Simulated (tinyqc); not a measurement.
Length of a molecular wire: coherent transport through a tight-binding bridge. Computed by the program tinyqc. T = Gamma_L Gamma_R |G_1n|^2 with the self-energies of semi-infinite chains.

A uniform bridge between two chains:
```
parameter                       value
site energy (eV)             0.580000
hopping in the bridge (eV)   0.860000
lead hopping (eV)            2.410000
couplings (eV)              0.61, 0.9
E (eV)                      -0.130000
```

Transmission against length:
```
sites           T     ln T
2      7.4007e-01  -0.3010
3      2.0978e-01  -1.5617
4      4.1459e-01  -0.8805
5      4.7595e-01  -0.7424
6      2.0551e-01  -1.5823
7      6.5290e-01  -0.4263
8      3.1618e-01  -1.1514
9      2.3007e-01  -1.4694
10     8.6604e-01  -0.1438
```

What does the comparison show, and why?

E lies inside the band of the bridge (|E - e|/2h = 0.413 < 1): T does not decay but oscillates with length, between 0.206 and 0.866 here, as levels of the bridge pass E.
